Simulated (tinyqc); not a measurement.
Scattering of inversion-layer electrons by surface optical phonons of the gate insulator (remote phonon scattering). Inputs raised by 2 %, one at a time. Computed by tinyqc, a small Python program. Command: `OMP_NUM_THREADS=1 python tinyqc.py 3113510 3113511 out.jsonl sophonon sens`. One thread of a shared host (Intel(R) Xeon(R) Processor @ 2.30GHz), about 0.03 s of CPU time with the checks.

One subband with the Fang-Howard envelope; insulator and channel are half-spaces, the gate is far away, and an interlayer only moves the polar surface away by t (its own modes and its permittivity contrast are left out).

Inputs (values chosen for the exercise, modelled on SiO2 on silicon):
```
quantity                                   value        unit
static constant of the insulator eps_0s     3.95           -
intermediate constant eps_i                    3           -
optical constant eps_inf                    2.48           -
hbar omega_TO1                                56         meV
hbar omega_TO2                               136         meV
constant of the channel eps_s               11.7           -
in-plane mass m                            0.184         m_0
valleys g_v                                    2           -
sheet density n                          1.6e+12      1/cm^2
mean distance of the electrons z0 = 3/b      2.8          nm
interlayer thickness t                      0.94          nm
temperature T                                150           K
electron energy E                             27         meV
mobility from other processes                380  cm^2/(V s)
```

Screening by the channel electrons: none.

Constants: k_B = 8.617333262e-05 eV/K; hbar^2/(2 m_0) = 3.80998212 eV angstrom^2; e^2/(4 pi eps_0) = 14.39964548 eV angstrom; hbar = 6.582119569e-16 eV s; e = 1.602176634e-19 C; m_0 = 9.1093837015e-31 kg.

Method:
- eps(w) = eps_inf + (eps_0s - eps_i) w1^2/(w1^2 - w^2) + (eps_i - eps_inf) w2^2/(w2^2 - w^2). Surface modes solve eps(w) + eps_s = 0, a quadratic in w^2; the strength of a mode is g = 2/(w d eps/dw).
- Occupation N = 1/(exp(hbar w/(k_B T)) - 1).
- Density of states D = g_v m/(pi hbar^2); eta = E_F/(k_B T) = ln(exp(n/(D k_B T)) - 1); screening wave number q_s = e^2 D/(2 eps_0 eps_avg) x 1/(1 + exp(-eta)), eps_avg = (eps_s + eps_inf)/2; b = 3/z0.
- For a mode of strength g, without the occupation factor, Area x |M(q)|^2 = e^2 hbar w g/(2 eps_0 q) x (b/(b + q))^6 exp(-2 q t).
- Approximate momentum relaxation rate, taking tau v alike in the initial and final states: 1/tau = (m/(2 pi hbar^3)) sum over modes and over absorption (N, E' = E + hbar w) and emission (N + 1, E' = E - hbar w > 0) of [(1 - f(E'))/(1 - f(E))] int_0^(2 pi) Area |M(q)|^2 (1 - cos theta) d theta, q^2 = k^2 + k'^2 - 2 k k' cos theta, f the Fermi function; 48 midpoints in theta from 0 to pi.
- mu = (e/m) int tau E f (1 - f) dE/(k_B T int f dE), by 300 midpoints from 0 to (max(eta, 0) + 14) k_B T; Matthiessen sum with the other processes.

Runs; columns: (1) input moved; (2) from; (3) to; (4) remote-phonon mobility (cm^2/(V s)); (5) total mobility (cm^2/(V s)); (6) tau at E (fs); (7) loss of mobility (%):
```
(1)                                               (2)        (3)         (4)     (5)         (6)        (7)
base run                                            -          -  5.6377e+06  379.97  6.4662e+05  0.0067399
static constant of the insulator eps_0s          3.95      4.029  5.3392e+06  379.97  6.0753e+05  0.0071167
intermediate constant eps_i                         3       3.06  5.9917e+06  379.98  6.8714e+05  0.0063417
optical constant eps_inf                         2.48     2.5296  5.6303e+06  379.97  6.4577e+05  0.0067488
hbar omega_TO1 (meV)                               56      57.12  6.3192e+06  379.98  7.1419e+05  0.0060131
in-plane mass m (m_0)                           0.184    0.18768  5.6916e+06  379.97  6.6354e+05  0.0066761
sheet density n (1/cm^2)                      1.6e+12  1.632e+12  5.6401e+06  379.97  6.4414e+05  0.0067370
mean distance of the electrons z0 = 3/b (nm)      2.8      2.856  5.8746e+06  379.98  6.7415e+05  0.0064681
```

Exponents ln(y'/y) / ln(x'/x):
```
input                                    remote-phonon mobility  total mobility  tau at E  loss of mobility
static constant of the insulator eps_0s                  -2.747               0    -3.149             2.747
intermediate constant eps_i                               3.075               0     3.069            -3.075
optical constant eps_inf                                 -0.067               0    -0.067             0.067
hbar omega_TO1                                            5.763               0     5.019            -5.762
in-plane mass m                                           0.480               0     1.304            -0.480
sheet density n                                           0.022               0    -0.194            -0.022
mean distance of the electrons z0 = 3/b                   2.079               0     2.106            -2.078
```

To which inputs is each result most sensitive?

Among the inputs moved here: remote-phonon mobility answers most in size to hbar omega_TO1 (exponent +5.763), next to intermediate constant eps_i (+3.075). Total mobility hardly depends on these (all exponents below 0.005). tau at E answers most in size to hbar omega_TO1 (exponent +5.019), next to static constant of the insulator eps_0s (-3.149). Loss of mobility answers most in size to hbar omega_TO1 (exponent -5.762), next to intermediate constant eps_i (-3.075).

Caution (all rows): a relaxation time is only an approximation for inelastic scattering, and static or no screening brackets the true dynamic screening only roughly.
